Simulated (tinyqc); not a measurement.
Worked calculation: CIS on RHF in the 6-311g basis, for H2, spin multiplicity 1. Computed by tinyqc, a small Python program that keeps every step (integrals from PySCF). Settings: charge = 0, multiplicity = 1, basis = 6-311g, method = RHF, energy threshold = 1e-10, iteration cap = 65, orthogonalisation = canonical, start = atomic densities, DIIS depth = 6. Command: `OMP_NUM_THREADS=1 python tinyqc.py 28426 28427 out.jsonl` (the two numbers bound the seeds that draw the settings). One thread of a shared host (Intel(R) Xeon(R) Processor @ 2.60GHz), about 0.05 s of CPU time with the checks. The early iterations of the SCF are left out here.

## One-electron integrals

Geometry (angstrom):
```
atom,x,y,z
H,0.0000,0.0000,0.0000
H,0.0000,0.0000,0.9970
```

Basis 6-311g: exponents (1/bohr^2) and contraction coefficients of normalised primitives:
```
element,l (shell),exponent,coefficient
H,s (1),33.8650,0.0255
H,s (1),5.0948,0.1904
H,s (1),1.1588,0.8522
H,s (2),0.3258,1.0000
H,s (3),0.1027,1.0000
```

Overlap, kinetic and nuclear-attraction integrals over the contracted functions; the nuclear repulsion is the sum of Za Zb / Rab.

nuclear repulsion = 0.530770 hartree

overlap S, lower triangle:
```
,1H 1s,1H 2s,1H 3s,2H 1s,2H 2s,2H 3s
1H 1s,1.0000
1H 2s,0.7064,1.0000
1H 3s,0.3737,0.7890,1.0000
2H 1s,0.1008,0.2819,0.2668,1.0000
2H 2s,0.2819,0.5608,0.5979,0.7064,1.0000
2H 3s,0.2668,0.5979,0.8333,0.3737,0.7890,1.0000
```

kinetic energy T (hartree), lower triangle:
```
,1H 1s,1H 2s,1H 3s,2H 1s,2H 2s,2H 3s
1H 1s,2.3043
1H 2s,0.5491,0.4888
1H 3s,0.1063,0.1849,0.1541
2H 1s,-0.0883,0.0845,0.0589,2.3043
2H 2s,0.0845,0.1684,0.1142,0.5491,0.4888
2H 3s,0.0589,0.1142,0.1128,0.1063,0.1849,0.1541
```

nuclear attraction V (hartree), lower triangle:
```
,1H 1s,1H 2s,1H 3s,2H 1s,2H 2s,2H 3s
1H 1s,-2.6418
1H 2s,-1.4353,-1.4250
1H 3s,-0.7128,-0.9676,-0.9217
2H 1s,-0.2125,-0.5755,-0.5165,-2.6418
2H 2s,-0.5755,-0.8547,-0.7694,-1.4353,-1.4250
2H 3s,-0.5165,-0.7694,-0.8034,-0.7128,-0.9676,-0.9217
```

core Hamiltonian H = T + V (hartree), lower triangle:
```
,1H 1s,1H 2s,1H 3s,2H 1s,2H 2s,2H 3s
1H 1s,-0.3375
1H 2s,-0.8861,-0.9362
1H 3s,-0.6065,-0.7827,-0.7676
2H 1s,-0.3008,-0.4909,-0.4576,-0.3375
2H 2s,-0.4909,-0.6863,-0.6552,-0.8861,-0.9362
2H 3s,-0.4576,-0.6552,-0.6906,-0.6065,-0.7827,-0.7676
```

## Two-electron integrals

Functions are numbered as in S; the eight-fold symmetry (ij|kl) = (ji|kl) = (kl|ij) leaves the list below.

Two-electron integrals (ij|kl) in chemists' order, unique and non-zero (hartree):
```
i,j,k,l,(ij|kl)
1,1,1,1,1.3930
2,1,1,1,0.8230
2,1,2,1,0.5097
2,2,1,1,0.8229
2,2,2,1,0.5430
2,2,2,2,0.6441
3,1,1,1,0.4113
3,1,2,1,0.2578
3,1,2,2,0.2799
3,1,3,1,0.1308
3,2,1,1,0.5437
3,2,2,1,0.3658
3,2,2,2,0.4527
3,2,3,1,0.1898
3,2,3,2,0.3251
3,3,1,1,0.4940
3,3,2,1,0.3401
3,3,2,2,0.4460
3,3,3,1,0.1780
3,3,3,2,0.3318
3,3,3,3,0.3617
4,1,1,1,0.0942
4,1,2,1,0.0614
4,1,2,2,0.0706
4,1,3,1,0.0315
4,1,3,2,0.0488
4,1,3,3,0.0468
4,1,4,1,0.0124
4,2,1,1,0.1820
4,2,2,1,0.1250
4,2,2,2,0.1599
4,2,3,1,0.0653
4,2,3,2,0.1160
4,2,3,3,0.1193
4,2,4,1,0.0284
4,2,4,2,0.0801
4,3,1,1,0.1502
4,3,2,1,0.1043
4,3,2,2,0.1375
4,3,3,1,0.0547
4,3,3,2,0.1015
4,3,3,3,0.1075
4,3,4,1,0.0238
4,3,4,2,0.0719
4,3,4,3,0.0666
4,4,1,1,0.5295
4,4,2,1,0.3718
4,4,2,2,0.5029
4,4,3,1,0.1959
4,4,3,2,0.3752
4,4,3,3,0.4016
4,4,4,1,0.0942
4,4,4,2,0.3104
4,4,4,3,0.2916
4,4,4,4,1.3930
5,1,1,1,0.3104
5,1,2,1,0.1946
5,1,2,2,0.2113
5,1,3,1,0.0987
5,1,3,2,0.1433
5,1,3,3,0.1344
5,1,4,1,0.0284
5,1,4,2,0.0597
5,1,4,3,0.0497
5,1,4,4,0.1820
5,1,5,1,0.0801
5,2,1,1,0.3980
5,2,2,1,0.2673
5,2,2,2,0.3292
5,2,3,1,0.1386
5,2,3,2,0.2357
5,2,3,3,0.2390
5,2,4,1,0.0455
5,2,4,2,0.1156
5,2,4,3,0.1023
5,2,4,4,0.3980
5,2,5,1,0.1156
5,2,5,2,0.2026
5,3,1,1,0.3271
5,3,2,1,0.2244
5,3,2,2,0.2909
5,3,3,1,0.1173
5,3,3,2,0.2146
5,3,3,3,0.2295
5,3,4,1,0.0398
5,3,4,2,0.1103
5,3,4,3,0.1016
5,3,4,4,0.4018
5,3,5,1,0.0982
5,3,5,2,0.1885
5,3,5,3,0.1867
5,4,1,1,0.3718
5,4,2,1,0.2599
5,4,2,2,0.3486
5,4,3,1,0.1367
5,4,3,2,0.2599
5,4,3,3,0.2791
5,4,4,1,0.0614
5,4,4,2,0.1946
5,4,4,3,0.1830
5,4,4,4,0.8230
5,4,5,1,0.1250
5,4,5,2,0.2673
5,4,5,3,0.2709
5,4,5,4,0.5097
5,5,1,1,0.5029
5,5,2,1,0.3486
5,5,2,2,0.4627
5,5,3,1,0.1829
5,5,3,2,0.3453
5,5,3,3,0.3756
5,5,4,1,0.0706
5,5,4,2,0.2113
5,5,4,3,0.1992
5,5,4,4,0.8229
5,5,5,1,0.1599
5,5,5,2,0.3292
5,5,5,3,0.3371
5,5,5,4,0.5430
5,5,5,5,0.6441
6,1,1,1,0.2916
6,1,2,1,0.1830
6,1,2,2,0.1992
6,1,3,1,0.0929
6,1,3,2,0.1352
6,1,3,3,0.1270
6,1,4,1,0.0238
6,1,4,2,0.0497
6,1,4,3,0.0416
6,1,4,4,0.1502
6,1,5,1,0.0719
6,1,5,2,0.1023
6,1,5,3,0.0868
6,1,5,4,0.1043
6,1,5,5,0.1375
6,1,6,1,0.0666
6,2,1,1,0.4018
6,2,2,1,0.2709
6,2,2,2,0.3371
6,2,3,1,0.1407
6,2,3,2,0.2429
6,2,3,3,0.2491
6,2,4,1,0.0398
6,2,4,2,0.0982
6,2,4,3,0.0868
6,2,4,4,0.3271
6,2,5,1,0.1103
6,2,5,2,0.1885
6,2,5,3,0.1747
6,2,5,4,0.2244
6,2,5,5,0.2909
6,2,6,1,0.1016
6,2,6,2,0.1867
6,3,1,1,0.3895
6,3,2,1,0.2689
6,3,2,2,0.3552
6,3,3,1,0.1409
6,3,3,2,0.2655
6,3,3,3,0.2925
6,3,4,1,0.0412
6,3,4,2,0.1109
6,3,4,3,0.1020
6,3,4,4,0.3895
6,3,5,1,0.1109
6,3,5,2,0.2084
6,3,5,3,0.2072
6,3,5,4,0.2689
6,3,5,5,0.3552
6,3,6,1,0.1020
6,3,6,2,0.2072
6,3,6,3,0.2512
6,4,1,1,0.1959
6,4,2,1,0.1367
6,4,2,2,0.1829
6,4,3,1,0.0719
6,4,3,2,0.1363
6,4,3,3,0.1466
6,4,4,1,0.0315
6,4,4,2,0.0987
6,4,4,3,0.0929
6,4,4,4,0.4113
6,4,5,1,0.0653
6,4,5,2,0.1386
6,4,5,3,0.1407
6,4,5,4,0.2578
6,4,5,5,0.2799
6,4,6,1,0.0547
6,4,6,2,0.1173
6,4,6,3,0.1409
6,4,6,4,0.1308
6,5,1,1,0.3752
6,5,2,1,0.2599
6,5,2,2,0.3453
6,5,3,1,0.1363
6,5,3,2,0.2586
6,5,3,3,0.2845
6,5,4,1,0.0488
6,5,4,2,0.1433
6,5,4,3,0.1352
6,5,4,4,0.5437
6,5,5,1,0.1160
6,5,5,2,0.2357
6,5,5,3,0.2429
6,5,5,4,0.3658
6,5,5,5,0.4527
6,5,6,1,0.1015
6,5,6,2,0.2146
6,5,6,3,0.2655
6,5,6,4,0.1898
6,5,6,5,0.3251
6,6,1,1,0.4016
6,6,2,1,0.2791
6,6,2,2,0.3756
6,6,3,1,0.1466
6,6,3,2,0.2845
6,6,3,3,0.3221
6,6,4,1,0.0468
6,6,4,2,0.1344
6,6,4,3,0.1270
6,6,4,4,0.4940
6,6,5,1,0.1193
6,6,5,2,0.2390
6,6,5,3,0.2491
6,6,5,4,0.3401
6,6,5,5,0.4460
6,6,6,1,0.1075
6,6,6,2,0.2295
6,6,6,3,0.2925
6,6,6,4,0.1780
6,6,6,5,0.3318
6,6,6,6,0.3617
```

## Orthogonalisation

S = U s U^T; canonical form X = U s^(-1/2), so that X^T S X = 1. Each column of U has its largest component positive (the first on a tie).

eigenvalues of S: 0.0477  0.1318  0.2698  0.7509  1.1875  3.6123

X:
```
,1,2,3,4,5,6
1H 1s,0.6456,-0.9459,-0.7005,0.6272,0.5411,0.1549
1H 2s,-1.9290,1.4768,0.8330,0.1088,0.3375,0.2375
1H 3s,2.5179,-0.8476,0.8178,-0.5105,0.1198,0.2409
2H 1s,-0.6456,-0.9459,0.7005,0.6272,-0.5411,0.1549
2H 2s,1.9290,1.4768,-0.8330,0.1088,-0.3375,0.2375
2H 3s,-2.5179,-0.8476,-0.8178,-0.5105,-0.1198,0.2409
```

## Iteration 6 (converged): orbitals

converged F (hartree), lower triangle:
```
,1H 1s,1H 2s,1H 3s,2H 1s,2H 2s,2H 3s
1H 1s,0.6789
1H 2s,-0.3537,-0.2841
1H 3s,-0.4188,-0.3534,-0.2591
2H 1s,-0.3530,-0.4013,-0.3709,0.6789
2H 2s,-0.4013,-0.4220,-0.3735,-0.3537,-0.2841
2H 3s,-0.3709,-0.3735,-0.2841,-0.4188,-0.3534,-0.2591
```

Diagonalise F' = X^T F X, C = X C', fill 1 alpha and 1 beta electrons from the bottom; D = 2 C_occ C_occ^T. Each column has its largest component positive (the first on a tie).

F' = X^T F X (hartree), lower triangle:
```
,1,2,3,4,5,6
1,1.2625
2,0.0000,2.0481
3,-0.9545,0.0000,1.2910
4,0.0000,-1.0200,0.0000,0.9236
5,0.3649,0.0000,-0.6988,0.0000,0.6620
6,0.0000,-0.0324,0.0000,-0.0655,0.0000,-0.5223
```

orbital energies (hartree): MO1 -0.5286, MO2 0.1241, MO3 0.3274, MO4 0.5532, MO5 2.5382, MO6 2.6505

coefficients C:
```
,MO1,MO2,MO3,MO4,MO5,MO6
1H 1s,0.1613,0.1038,-0.0454,-0.0978,-1.0863,-1.1332
1H 2s,0.3067,0.0731,-0.8215,-1.3493,1.6440,1.2166
1H 3s,0.1664,1.5560,0.8881,1.8715,-1.0486,-0.4698
2H 1s,0.1613,-0.1038,-0.0454,0.0978,1.0863,-1.1332
2H 2s,0.3067,-0.0731,-0.8215,1.3493,-1.6440,1.2166
2H 3s,0.1664,-1.5560,0.8881,-1.8715,1.0486,-0.4698
```

D after iteration 6, lower triangle:
```
,1H 1s,1H 2s,1H 3s,2H 1s,2H 2s,2H 3s
1H 1s,0.0520
1H 2s,0.0989,0.1881
1H 3s,0.0537,0.1021,0.0554
2H 1s,0.0520,0.0989,0.0537,0.0520
2H 2s,0.0989,0.1881,0.1021,0.0989,0.1881
2H 3s,0.0537,0.1021,0.0554,0.0537,0.1021,0.0554
```

## Convergence

Stop when the energy changes by less than 1e-10 hartree and every element of the error matrix X^T (F D S - S D F) X is below 3e-06.

Course of the cycle:
```
iteration,E (hartree),change,largest element of the error matrix
1,-0.757801,-,1.78e-01
2,-1.096798,-3.39e-01,2.46e-02
3,-1.097370,-5.71e-04,5.49e-03
4,-1.097406,-3.60e-05,1.12e-04
5,-1.097406,-3.36e-09,3.53e-06
6,-1.097406,-8.75e-12,9.41e-09
```

PySCF RHF in the same basis = -1.097406 hartree

Converged in 6 iterations.

## Integrals over molecular orbitals

(pq|rs) = sum C_ip C_jq C_kr C_ls (ij|kl), one index at a time.

one-electron integrals over orbitals h = C^T H C (hartree), lower triangle:
```
,1,2,3,4,5,6
1,-1.0996
2,0.0000,-0.5427
3,0.1202,0.0000,-0.3302
4,0.0000,0.2057,0.0000,-0.2621
5,0.0000,0.0302,0.0000,-0.1990,1.4174
6,0.0619,0.0000,-0.1383,0.0000,0.0000,1.5294
```

Two-electron integrals over orbitals (pq|rs), unique and non-zero (hartree):
```
p,q,r,s,(pq|rs)
1,1,1,1,0.5710
2,1,2,1,0.0726
2,2,1,1,0.3697
2,2,2,2,0.3167
3,1,1,1,-0.1202
3,1,2,2,-0.0391
3,1,3,1,0.0541
3,2,2,1,0.0133
3,2,3,2,0.0298
3,3,1,1,0.3558
3,3,2,2,0.2813
3,3,3,1,-0.0394
3,3,3,3,0.2813
4,1,2,1,-0.0746
4,1,3,2,0.0087
4,1,4,1,0.0962
4,2,1,1,-0.1402
4,2,2,2,-0.0604
4,2,3,1,0.0485
4,2,3,3,-0.0519
4,2,4,2,0.0655
4,3,2,1,0.0505
4,3,3,2,0.0140
4,3,4,1,-0.0502
4,3,4,3,0.0420
4,4,1,1,0.4557
4,4,2,2,0.3355
4,4,3,1,-0.0804
4,4,3,3,0.3064
4,4,4,2,-0.1018
4,4,4,4,0.3955
5,1,2,1,-0.0287
5,1,3,2,0.0198
5,1,4,1,0.0542
5,1,4,3,-0.0285
5,1,5,1,0.0747
5,2,1,1,-0.0294
5,2,2,2,0.0055
5,2,3,1,0.0247
5,2,3,3,-0.0058
5,2,4,2,0.0125
5,2,4,4,-0.0198
5,2,5,2,0.0295
5,3,2,1,0.0343
5,3,3,2,-0.0082
5,3,4,1,-0.0481
5,3,4,3,0.0242
5,3,5,1,-0.0419
5,3,5,3,0.0316
5,4,1,1,0.1266
5,4,2,2,0.0398
5,4,3,1,-0.0575
5,4,3,3,0.0461
5,4,4,2,-0.0532
5,4,4,4,0.0891
5,4,5,2,-0.0412
5,4,5,4,0.0841
5,5,1,1,0.5977
5,5,2,2,0.3842
5,5,3,1,-0.1406
5,5,3,3,0.3613
5,5,4,2,-0.1594
5,5,4,4,0.4905
5,5,5,2,-0.0630
5,5,5,4,0.1854
5,5,5,5,0.7234
6,1,1,1,-0.0619
6,1,2,2,-0.0184
6,1,3,1,0.0384
6,1,3,3,-0.0187
6,1,4,2,0.0318
6,1,4,4,-0.0538
6,1,5,2,0.0384
6,1,5,4,-0.0673
6,1,5,5,-0.1321
6,1,6,1,0.0705
6,2,2,1,-0.0122
6,2,3,2,0.0075
6,2,4,1,0.0231
6,2,4,3,-0.0149
6,2,5,1,0.0368
6,2,5,3,-0.0182
6,2,6,2,0.0205
6,3,1,1,0.0883
6,3,2,2,0.0383
6,3,3,1,-0.0348
6,3,3,3,0.0325
6,3,4,2,-0.0377
6,3,4,4,0.0661
6,3,5,2,-0.0192
6,3,5,4,0.0484
6,3,5,5,0.1251
6,3,6,1,-0.0386
6,3,6,3,0.0324
6,4,2,1,0.0295
6,4,3,2,-0.0194
6,4,4,1,-0.0525
6,4,4,3,0.0238
6,4,5,1,-0.0628
6,4,5,3,0.0381
6,4,6,2,-0.0314
6,4,6,4,0.0585
6,5,2,1,0.1142
6,5,3,2,-0.0088
6,5,4,1,-0.1453
6,5,4,3,0.0858
6,5,5,1,-0.1212
6,5,5,3,0.0906
6,5,6,2,-0.0578
6,5,6,4,0.1114
6,5,6,5,0.2888
6,6,1,1,0.5958
6,6,2,2,0.3755
6,6,3,1,-0.1369
6,6,3,3,0.3616
6,6,4,2,-0.1571
6,6,4,4,0.4827
6,6,5,2,-0.0615
6,6,5,4,0.1795
6,6,5,5,0.7043
6,6,6,1,-0.1180
6,6,6,3,0.1186
6,6,6,6,0.6978
```

## CIS matrix, singlets

A(ia,jb) = (e_a - e_i) d_ij d_ab + 2 (ia|jb) - (ij|ab).

CIS matrix A, singlet (hartree), lower triangle:
```
,1>2,1>3,1>4,1>5,1>6
1>2,0.4282
1>3,0.0000,0.6083
1>4,-0.0091,0.0000,0.8184
1>5,-0.0279,0.0000,-0.0182,2.6185
1>6,0.0000,-0.0116,0.0000,0.0000,2.7243
```

## CIS singlet states

dipole integrals <i|r|a> (bohr):
```
,x,y,z
1>2,0.0000,0.0000,-1.1701
1>3,0.0000,0.0000,0.0000
1>4,0.0000,0.0000,0.3769
1>5,0.0000,0.0000,-0.0408
1>6,0.0000,0.0000,0.0000
```

Diagonalise A (1 hartree = 27.211386 eV); each vector has its largest component positive (the first on a tie). The transition dipole is mu = sqrt2 sum c_ia <i|r|a>.

singlet excitation energies (eV): 11.6375  16.5510  22.2719  71.2666  74.1342

lowest vectors:
```
,state 1,state 2,state 3,state 4,state 5
1>2,0.9996,0.0000,-0.0240,-0.0127,0.0000
1>3,0.0000,1.0000,0.0000,0.0000,-0.0055
1>4,0.0239,0.0000,0.9997,-0.0100,0.0000
1>5,0.0129,0.0000,0.0097,0.9999,0.0000
1>6,0.0000,0.0055,0.0000,0.0000,1.0000
```

oscillator strengths 2/3 w |mu|^2: 0.7689  0.0000  0.1786  0.0031  0.0000

## CIS matrix, triplets

A(ia,jb) = (e_a - e_i) d_ij d_ab - (ij|ab).

CIS matrix A, triplet (hartree), lower triangle:
```
,1>2,1>3,1>4,1>5,1>6
1>2,0.2830
1>3,0.0000,0.5002
1>4,0.1402,0.0000,0.6261
1>5,0.0294,0.0000,-0.1266,2.4691
1>6,0.0000,-0.0883,0.0000,0.0000,2.5833
```

## CIS triplet states

Diagonalise A (1 hartree = 27.211386 eV); each vector has its largest component positive (the first on a tie).

triplet excitation energies (eV): 6.2796  13.5086  18.2167  67.4270  70.3967

lowest vectors:
```
,state 1,state 2,state 3,state 4,state 5
1>2,0.9388,0.0000,0.3444,0.0091,0.0000
1>3,0.0000,0.9991,0.0000,0.0000,-0.0423
1>4,-0.3430,0.0000,0.9369,-0.0675,0.0000
1>5,-0.0317,0.0000,0.0603,0.9977,0.0000
1>6,0.0000,0.0423,0.0000,0.0000,0.9991
```
